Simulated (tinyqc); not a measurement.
# Surface potential of a MOS transistor: implicit equation and explicit approximations: accuracy of the approximations against gate voltage

p-type body, charge-sheet picture, depletion and inversion only, full ionisation (an idealisation for deep acceptors), Boltzmann statistics (rough once Na exp(x - xn) passes about Nc/7). In units of Vt: xg = (Vg - Vfb)/Vt, x = psi/Vt, G = gamma/sqrt(Vt), xn = (2 phiF + Vc)/Vt. The implicit equation is (xg - x)^2 = G^2 [x - 1 + exp(x - xn)] for x above about 3. Cox = eps0 eox/tox.

ni = sqrt(Nc Nv) exp(-Eg/(2 Vt)), Eg in volts; phiF = Vt ln(Na/ni); gamma = sqrt(2 q eps0 eps_r Na)/Cox; VT = Vfb + Vt (xn + G sqrt(xn - 1)). Depletion value a = 1 + [sqrt(G^2/4 + xg - 1) - G/2]^2; inversion value b = xn + ln[(xg - xn)^2/G^2 - xn + 1] and first guess y = min(a, b) - ln(1 + exp(-|a - b|)) if a > xn + 1, else b = y = a; one second-order correction with D = exp(y - xn), p = 2 (xg - y) + G^2 (1 + D), w = (xg - y)^2 - G^2 (y - 1 + D): z = y + 2 w/(p + sqrt(p^2 - 2 (2 - G^2 D) w)), or the Newton step z = y + w/p where the root is not real. N_inv = (Cox Vt G/q) [sqrt(x - 1 + exp(x - xn)) - sqrt(x - 1)] at the root. Lambert form (Cox m Vt/q) W0[(G/(2 m sqrt(xn - 1))) exp((Vg - VT)/(m Vt))], m = 1 + G/(2 sqrt(xn - 1)). Errors under 1e-4 mV, and the linear form below VT, are printed as 0.

Inputs (values chosen for the exercise); band and dielectric values close to those of silicon:

| symbol | value | unit | meaning |
|---|---|---|---|
| T | 400 | K | temperature |
| Eg | 1.13 | eV | band gap |
| eps_r | 11.8 |  | relative permittivity |
| Nc | 4.39e19 | cm^-3 | conduction-band density of states at T |
| Nv | 4.05e19 | cm^-3 | valence-band density of states at T |
| eox | 3.9 |  | relative permittivity of the gate insulator (close to silicon dioxide) |
| tox | 1.7 | nm | insulator thickness |
| Na | 1.4e16 | cm^-3 | acceptor density |
| Vfb | -0.5 | V | flat-band voltage |
| Vc | 0 | V | channel-body voltage |

Constants: q = 1.602176634e-19 C, kB = 1.380649e-23 J/K, Vt = kB T/q, eps0 = 8.8541878128e-14 F/cm where lengths are in cm. Results are converted to the units shown.

Results:
```
Vg (V),psi (V),x - xn,error of y (mV),error of z (mV),N_inv (cm^-2),Cox (Vg - VT)/q (cm^-2),Lambert form (cm^-2)
-0.1,0.38018,-5.7326,3.11e-3,0,4.0560e7,0,3.1894e7
0.3,0.73367,4.5226,30.6,-5.62,4.8362e11,2.5024e12,6.4174e11
0.5,0.81162,6.7841,54.5,25.1,2.0115e12,5.0380e12,2.5591e12
0.7,0.85412,8.0168,40.7,15.8,3.9983e12,7.5736e12,4.8124e12
0.9,0.88209,8.8284,32.0,10.6,6.1727e12,1.0109e13,7.1698e12
1.1,0.90265,9.4250,26.4,7.60,8.4429e12,1.2645e13,9.5761e12
1.3,0.91881,9.8937,22.6,-4.27,1.0770e13,1.5180e13,1.2010e13
```

Estimate the missing row, Vg = 0.1 V.

Computed row:
```
Vg (V),psi (V),x - xn,error of y (mV),error of z (mV),N_inv (cm^-2),Cox (Vg - VT)/q (cm^-2),Lambert form (cm^-2)
0.1,0.57452,-0.094516,0.693,0,8.9889e9,0,9.0881e9
```

With this row back in the table: psi rises from 0.380 to 0.919 V and ends 9.9 Vt above 2 phiF + Vc. Among the rows the first guess is off by at most 55 mV (at Vg = 0.5 V) and the corrected value by at most 25 mV. In the last row the linear form is 41 % above N_inv and the Lambert form 12 % above it; in the first row the Lambert form is 21 % below it. For Vg = 0.5, 0.7, 0.9, 1.1, 1.3 the electron quasi-Fermi level lies less than 2 Vt below the band edge at the surface, or above it, where degeneracy and confinement, left out, matter.

Program tinyqc, `OMP_NUM_THREADS=1 python tinyqc.py 2122012 2122013 out.jsonl`; Intel Xeon 2.30GHz, shared host, one thread, about 0.01 s.
